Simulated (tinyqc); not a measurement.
Input admittance of a MOSFET at zero drain bias: distributed channel and distributed gate: two steps of the calculation.

Source and drain grounded, strong inversion, w = 2 pi f, Cox = eps0 eox/tox. The channel is an RC line of resistance 1/(mu Cox Vo) per square fed from both ends, so one finger has the intrinsic admittance y = i w Cox L tanh(g)/g per width, g = (1/2) sqrt(i w tau), tau = L^2/(mu Vo). The vertical resistance rv/L is in series with y, the overlaps 2 i w Cov in parallel: y_t = 1/(1/y + rv/L) + 2 i w Cov. The gate strip is a line of Rsh/L per length loaded by y_t, so a finger has Y = y_t Wf tanh(k)/k, k = (Wf/sd) sqrt(y_t Rsh/L); the device has Nf Y.

Values chosen for this exercise; values of the order met in silicon radio-frequency transistors:
- eox = 3.9 (relative permittivity of the gate insulator (close to silicon dioxide))
- tox = 2.7 nm (insulator thickness)
- L = 0.21 um (channel length)
- Wf = 0.85 um (finger width)
- Nf = 1 (number of fingers)
- mu = 130 cm^2/(V s) (channel mobility)
- Vo = 0.75 V (gate overdrive)
- Rsh = 37 ohm/square (sheet resistance of the gate)
- rv = 0 ohm um^2 (vertical resistivity of the gate stack)
- sd = 2 (number of ends at which a finger is contacted)
- Cov = 0.36 fF/um (overlap and fringe capacitance on each side)
- f = 36 GHz (frequency)

Constants: eps0 = 8.8541878128e-14 F/cm where lengths are in cm. Results are converted to the units shown.

Problem 1. Low-frequency resistances and capacitance. Low-frequency limits, with c = Cox L and ct = c + 2 Cov: R_strip = Rsh Wf/(3 sd^2 L Nf), R_ch = (c/ct)^2 L/(12 mu Cox Vo Wf Nf), R_vert = (c/ct)^2 rv/(L Wf Nf), C = ct Wf Nf.

Give: parts; sum; C; 1/(2 pi R C).

Solution 1.

parts (ohm): strip 12.480, channel 102.68, vertical 0
sum = 115.16 ohm
C = 2.8949 fF
1/(2 pi R C) = 477.41 GHz

The channel term is the largest, 89.2 % of the sum.

Problem 2. Admittance of the channel and stack per width. tau, g, c = Cox L, y and y_t as defined.

Find: tau; g; c; y; y_t.

Solution 2.

tau = 4.523 ps
g = 0.3576+0.3576i
c = 2.686 fF/um
y = 51.3+602.3i uS/um
y_t = 51.3+765.1i uS/um

w tau = 1.02, and Im y is 0.991 of w c.

Computed by the program tinyqc: `OMP_NUM_THREADS=1 python tinyqc.py 2262203 2262204 out.jsonl`, one thread of a shared Intel Xeon 2.30GHz, about 0.01 s for the whole run.
